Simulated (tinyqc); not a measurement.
The starting point: quasiparticle equation with a plasmon-pole self-energy for two band edges.

For each edge E = e + X + Sc(E), with the correlation part Sc(E) = A[0]/(E - a + w) + A[1]/(E - b - w); a and b are the valence and conduction energies that enter the Green function (a = ev, b = ec in the one-shot scheme). Z = 1/(1 - dSc/dE), dSc/dE = -A[0]/(E - a + w)^2 - A[1]/(E - b - w)^2.

Values chosen for the exercise (scales of the order of those of AlN; shifted at random, so the results belong to these values and not to a real crystal): ev = 0 eV (mean-field valence top); ec = 4.04 eV (mean-field conduction edge); w = 18.6 eV (pole energy); Av = (72.7, 42.7) eV^2 (weights of the valence state on the hole and electron poles); Ac = (33.4, 80.7) eV^2 (the same for the conduction state); Xv = -3.71 eV (exchange minus the mean-field potential, valence); Xc = 4.09 eV (the same, conduction).

The mean-field gap is opened by d (ev lowered by d/2, ec raised by d/2) and X is changed by the opposite amounts, so that e + X stays; one-shot and G-updated gaps.

Gaps (eV):
```
d    start  one-shot  update G
0.0  4.040    6.2710    6.6112
0.2  4.240    6.2987    6.6112
0.4  4.440    6.3262    6.6112
0.6  4.640    6.3535    6.6112
1.2  5.240    6.4342    6.6112
1.6  5.640    6.4870    6.6112
```

Give the missing row, d = 0.9.

Computed row:
```
d    start  one-shot  update G
0.9  4.940    6.3941    6.6112
```

The one-shot gap moves by a fraction 0.14 of any change of the starting gap, while the updated gap, 6.6112 eV, does not depend on it. The two agree where the start already equals the result, near d = 2.57 eV. A real change of starting point alters the orbitals and the screening too; this model holds both fixed.

Run: tinyqc, `OMP_NUM_THREADS=1 python tinyqc.py 1880703 1880704 out.jsonl`; Intel(R) Xeon(R) Processor @ 2.30GHz, one thread, shared host; about 0.02 s of CPU time with all checks.
